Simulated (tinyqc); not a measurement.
Current crowding under a contact, resistor ladder against the transmission-line model: two steps of the calculation.

A metal contact of length d and width W on a thin layer of the same width. The metal has no resistance, the sheet resistance under it equals Rsh, and current enters the layer at the front edge x = 0.

Values chosen for this exercise: sheet resistance of the semiconductor layer Rsh = 65 ohm/sq; specific contact resistivity rc = 5.9e-9 ohm cm^2; contact length d = 0.13 um; contact width W = 2.4 um; cells n = 5; current I = 2 mA.

Problem 1. Voltages and the share of the current. Cut the contact into n cells of length hc = d/n. Neighbouring cell centres are joined by a = W/(Rsh hc), each centre joins the metal (0 V) by g = W hc/rc, and I enters cell 1 through half a cell: -a v_(i-1) + b_i v_i - a v_(i+1) = I for i = 1 and 0 otherwise, b_i = g + 2 a (g + a at both ends). Rc = v_1/I + 1/(2 a). Cell i passes g v_i to the metal.

a = 1.4201183 S
g = 0.10576271 S
b_i, cell 1 to 5 (S): 1.5258811  2.9459994  2.9459994  2.9459994  1.5258811

Find: v_i; share of the current; Rc of the ladder.

Solution 1.

```
cell  v_i (mV)  share of the current (%)
1       5.2384                    27.701
2       4.2202                    22.317
3       3.5163                    18.595
4       3.0742                    16.257
5       2.8612                    15.130
```

Rc of the ladder = 2.9713 ohm

The first cell passes 27.7 % of the current and the last 15.1 %; an even spread would give 20.0 % each.

Problem 2. The transmission-line result. Transfer length Lt = sqrt(rc/Rsh); front resistance Rc = (Rsh Lt/W) coth(d/Lt); end resistance Re = (Rsh Lt/W)/sinh(d/Lt). v(x) = I (Rsh Lt/W) cosh((d - x)/Lt)/sinh(d/Lt) at the cell centres x = (i - 1/2) d/n.

Give: Lt; Rc; Re; v(x).

Solution 2.

Lt = 0.09527 um
Rc = 2.941 ohm
Re = 1.411 ohm
v(x), cell 1 to 5 (mV): 5.230  4.209  3.504  3.061  2.848

The ladder's Rc is 1.0 % above this value, with cells 0.27 Lt long.

Program tinyqc, `OMP_NUM_THREADS=1 python tinyqc.py 2760082 2760083 out.jsonl`; Intel Xeon 2.30GHz, shared host, one thread, about 0.01 s.
